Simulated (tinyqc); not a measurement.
From results back to parameters: k.p values derived from sp3s* tight binding at Gamma. Two cases, with inputs chosen for the exercise.

Problem. The electron mass obeys m0/m = A + Ep/EG, where A gathers the direct term and the higher bands, and Ep = P^2/c with c = hbar^2/2m0, P = (a/4)(sa pc Vsapc + sc pa Vscpa). The mass comes from a hidden Vscpa (s cation, p anion); sa, sc are the anion and cation parts of S+, the upper s level at Gamma, and pa, pc those of P-, the lower p level (P+ is the upper one).

Constants: hbar^2/2m0 = 3.80998211 eV angstrom^2.

Case 1.

Values chosen (out of a larger set: near a published set for AlAs, fitted to gaps, whose masses and valley positions are rough; not measured data): a = 5.662 angstrom (lattice constant); Vsapc = 5.099 eV (s anion, p cation).

m = 0.3150679 m0
A = -1.62915
EG = 3.128149 eV

sa, sc, pa, pc: 0.534646  -0.845076  0.885349  -0.464926

Case 2.

Values chosen (out of a larger set: near a published set for GaAs, fitted to gaps, whose masses and valley positions are rough; not measured data): a = 5.648 angstrom (lattice constant); Vsapc = 4.504 eV (s anion, p cation).

m = 0.1152141 m0
A = -1.53120
EG = 1.512772 eV

sa, sc, pa, pc: 0.545425  -0.838160  0.882949  -0.469468

Find: Ep; Vscpa.

Solution. Ep = (m0/m - A) EG gives |P|; both terms of P have the sign of sc pa, and the linear relation gives Vscpa. A is held fixed, though its part from P+ also depends on Vscpa.

Case 1.

Ep = 15.02 eV
Vscpa = 5.45 eV

Case 2.

Ep = 15.45 eV
Vscpa = 5.78 eV

Computed by tinyqc, one run a case: `OMP_NUM_THREADS=1 python tinyqc.py N N+1 out.jsonl` with N = 1481609, 1481640; one thread of a shared Intel(R) Xeon(R) Processor @ 2.30GHz, about 0.01 s a run at most.
